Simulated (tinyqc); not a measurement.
# Internal loss and injection efficiency from two cavity lengths

Inverse problem. The differential efficiency of both facets obeys 1/eta_d = (1/eta)[1 + 2 ai Lc/ln(1/(R1 R2))]. Find eta and ai.

Values chosen for this exercise: front reflectance R1 = 0.05; back reflectance R2 = 0.3.

differential efficiency at Lc = 500 and 1250 um: 0.70268282  0.54535884

Answer. 1/eta_d is linear in Lc: the intercept is 1/eta, and slope over intercept is 2 ai/ln(1/(R1 R2)).

eta = 0.8700
ai = 10.00 1/cm

Program tinyqc, `OMP_NUM_THREADS=1 python tinyqc.py 2840033 2840034 out.jsonl`; Intel Xeon 2.30GHz, shared host, one thread, about 0.01 s.
